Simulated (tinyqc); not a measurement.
Threshold-voltage variability of a planar MOSFET, analytic estimates: one step of the calculation.

Three independent sources add in quadrature: random dopants in the depleted layer, metal-gate grains of two orientations, and roughness of the two gate edges acting through the roll-off VT = VT(long) - Vr exp(-L/l). These are first-order estimates: no three-dimensional electrostatics, no percolation.

Task. Margin in standard deviations for the wanted yield. Cells fail independently with probability Q(k) = erfc(k/sqrt(2))/2 when the margin is k standard deviations, and Y = exp(-Nb Q(k)). phi = exp(-k^2/2)/sqrt(2 pi). Newton steps on ln Q(k) = ln(-ln(Y)/Nb): k(new) = k + [ln Q - ln(-ln(Y)/Nb)] Q/phi.

Parameters, values chosen for the exercise: number of cells Nb = 33554432; wanted yield Y = 0.99.

k at the start = 3

Wanted: Q(k); phi; k after iteration 1.

Result.

Q(k) = 0.001350
phi = 0.004432
k after iteration 1 = 7.667

tinyqc, about 0.01 s, one thread, Intel Xeon 2.30GHz (shared host): `OMP_NUM_THREADS=1 python tinyqc.py 2090017 2090018 out.jsonl`
